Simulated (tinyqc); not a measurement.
Inside a calculation: quantum well in an electric field by finite differences. Values are carried at full precision from step to step, so a last printed digit may differ when a step is redone from the rounded ones.

Finite differences on points z_i at the centres of cells of width h: H_ii = (c/h^2)(1/m_(i-1/2) + 1/m_(i+1/2)) + V_i, H_(i,i+1) = -(c/h^2)/m_(i+1/2), where m_(i+1/2) is the mean of the masses at the two points (the end values are repeated outwards), psi = 0 on the points beyond both ends, c = hbar^2/2m0. The field adds e F (z - z0) with z0 the middle of the structure; 1 kV/cm = 1e-5 eV/angstrom.

Constants: hbar^2/2m0 = 3.80998211 eV angstrom^2.

Parameters, chosen for this exercise (near those of a GaAs well in AlGaAs; not measured data):
```
symbol  value                                                      unit      meaning
layers  ((60, 0.332, 0.101), (75, 0, 0.0683), (60, 0.332, 0.101))            each layer: thickness in angstrom, band edge in eV, mass in m0
F       30                                                         kV/cm     field along z
h       15                                                         angstrom  cell width of the coarse grid
hf      0.9375                                                     angstrom  cell width of the fine grid
```

## The coarse grid

List the points, the potential with the field, and the masses.

Grid:
```
i   z (angstrom)   V (eV)  m (m0)
1            7.5   0.3050  0.1010
2           22.5   0.3095  0.1010
3           37.5   0.3140  0.1010
4           52.5   0.3185  0.1010
5           67.5  -0.0090  0.0683
6           82.5  -0.0045  0.0683
7           97.5   0.0000  0.0683
8          112.5   0.0045  0.0683
9          127.5   0.0090  0.0683
10         142.5   0.3455  0.1010
11         157.5   0.3500  0.1010
12         172.5   0.3545  0.1010
13         187.5   0.3590  0.1010
```

## The tridiagonal Hamiltonian

Form the diagonal and the neighbouring elements; V in the grid already includes the field.

diagonal H_ii (eV): [0.6403, 0.6448, 0.6493, 0.6862, 0.4390, 0.4913, 0.4958, 0.5003, 0.4570, 0.7132, 0.6853, 0.6898, 0.6943]

H_(i,i+1) (eV): [-0.1677, -0.1677, -0.1677, -0.2000, -0.2479, -0.2479, -0.2479, -0.2479, -0.2000, -0.1677, -0.1677, -0.1677]

## Lowest levels on the coarse grid

Diagonalise the symmetric tridiagonal matrix; give the three lowest levels and the weights u_i^2 (sum 1) of the two lowest.

levels (eV): [0.0428, 0.1718, 0.3456]

weights on the points:
```
             1      2      3      4      5      6      7      8      9     10     11     12
level 1  0.000  0.000  0.001  0.016  0.139  0.244  0.272  0.210  0.106  0.011  0.001  0.000
level 2  0.000  0.002  0.009  0.055  0.275  0.141  0.002  0.184  0.277  0.048  0.007  0.001

            13
level 1  0.000
level 2  0.000
```

## Halving the cell width

The same with h, h/2, ..., h/32. The end points move with h, since psi vanishes half a cell beyond the structure. Richardson value (4 E(h/32) - E(h/16))/3.

Convergence:
```
cell (angstrom)  points  E1 (eV)  E2 (eV)  E1 - finest (meV)
15.0000              13  0.04280  0.17183             -5.398
7.5000               26  0.04667  0.18534             -1.522
3.7500               52  0.04780  0.18887             -0.389
1.8750              104  0.04810  0.18977             -0.094
0.9375              208  0.04818  0.19000             -0.019
0.4688              416  0.04819  0.19006              0.000
```

Richardson values of E1, E2 (eV): [0.04820, 0.19007]

The coarse grid is 5.4 meV too low in E1. The last differences between rows shrink by a factor 4.0 (4 for a pure h^2 error, 2 for one linear in h).

## Positions and dipoles on the fine grid

With h sum psi^2 = 1: <z - z0> of three levels, |z_12| and |z_13|, the mass m1 from 1/m1 = <1|1/m|1>, and f_1j = (m1/c)(E_j - E_1) z_1j^2.

levels (eV): [0.0482, 0.1900, 0.3667]

<z - z0> (angstrom): [-1.6, -0.2, -17.2]

|z_12|, |z_13| (angstrom): [19.50, 0.24]

m1 = 0.0693 m0

f_12, f_13: [0.980, 0.000]

Parity is broken, so the 1-3 transition is allowed, with 0.00035 times the strength of 1-2. E2 - E1 = 141.8 meV, a wavelength of 8.7 micrometre (hc = 1239.841984 eV nm). Level 3 lies above the lowest point of the outer barriers, so it is a resonance or a state of the finite grid, and values that rest on it depend on the ends of the grid.

## Checks

- E1 at zero field on the grid h/32 against transfer matrices between the same hard ends, eV: both 0.0484.

Run: tinyqc, `OMP_NUM_THREADS=1 python tinyqc.py 1252658 1252659 out.jsonl`; Intel(R) Xeon(R) Processor @ 2.30GHz, one thread, shared host; about 0.02 s of CPU time with all checks.
